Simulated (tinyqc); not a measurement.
Worked calculation: five-frequency model of solute diffusion by vacancies in an fcc metal. Computed by tinyqc, a small Python program that keeps every step. Command: `OMP_NUM_THREADS=1 python tinyqc.py 3004983 3004984 out.jsonl fivefreq walk`. One thread of a shared host (Intel(R) Xeon(R) Processor @ 2.30GHz), about 0.05 s of CPU time with the checks. Intermediate numbers are printed to about 6 digits and carried at full precision; extremes and crossings named in words are read from the listed rows.

A vacancy next to the solute exchanges with it (w2), jumps to one of 4 sites that also neighbour the solute (w1) or to one of 7 that do not (w3); w4 is the reverse of w3 and w0 the host jump.

Inputs (values chosen for the exercise, for a model solute in a host close to silver): barrier E0 (host jump) = 0.633 eV; barrier E1 (vacancy circles the solute) = 0.724 eV; barrier E2 (exchange) = 0.42 eV; barrier E3 (dissociation) = 0.614 eV; binding energy E_b (positive for attraction) = 0.026 eV; vacancy formation energy E_f = 1.15 eV; formation entropy S_f = 1.7 k_B; attempt frequency nu = 4.8 THz; lattice constant a = 4.09 angstrom; temperature T = 628 K.

Constants: k_B = 8.617333262e-05 eV/K.

## Jump rates

w_i = nu exp(-E_i/(k_B T)); detailed balance gives E4 = E3 - E_b.

rates (1/s): w0 3.99335e+07, w1 7.43107e+06, w2 2.04498e+09, w3 5.67303e+07, w4 9.17208e+07

## Correlation factor

Manning: with y = w4/w0, 7F = 7 - (10 y^4 + 180.5 y^3 + 927 y^2 + 1341 y)/(2 y^4 + 40.2 y^3 + 254 y^2 + 597 y + 436); f2 = (2 w1 + 7F w3)/(2 w2 + 2 w1 + 7F w3). The mean cosine between successive solute jumps follows from f2 = (1 + c)/(1 - c).

y = w4/w0 = 2.29684

7F = 4.17182

correlation factor f2 = 0.0579364

mean cosine c = -0.890473

The solute exchanges back and forth with the vacancy, so most jumps cancel.

## Diffusivities

c_v = exp(S_f - E_f/(k_B T)); host D0 = a^2 c_v w0 x 0.7815; solute D2 = a^2 c_v exp(E_b/(k_B T)) w2 f2; 1 angstrom^2 = 1e-16 cm^2.

vacancy fraction c_v = 3.23152e-09

host diffusivity D0 = 1.68702e-16 cm^2/s

solute diffusivity D2 = 1.03550e-15 cm^2/s

ratio D2/D0 = 6.13801

The ratio splits into binding 1.62, exchange rate 51.2 and correlation 0.0741.

## Solute against host over temperature

The formulas are those given above.

Diffusion:
```
T (K)        f2  D0 (cm^2/s)  D2 (cm^2/s)    D2/D0
408    0.007486  3.24783e-24  2.78707e-23  8.58134
471    0.016471  2.86762e-21  2.18104e-20  7.60574
534    0.029964  5.10909e-19  3.52897e-18  6.90724
628    0.057936  1.68702e-16  1.03550e-15  6.13801
722    0.093095  1.23038e-14  6.82858e-14  5.54998
816    0.132391  3.34007e-13  1.69355e-12  5.07040
911    0.173524  4.70018e-12  2.19142e-11  4.66242
```

The apparent activation energy of D2 is 1.751 eV between the coldest rows and 1.726 eV between the hottest; without correlation it would be E_f - E_b + E2 = 1.544 eV, and the host has 1.783 eV. At low T f2 is small, w2 cancels from D2, and the easier of circling and escape sets the barrier, near E_f - E_b + min(E1, E3) = 1.738 eV.

Checks made by the program: Manning formula against a solved vacancy walk within 5 nearest-neighbour distances (relative difference 1e-02).
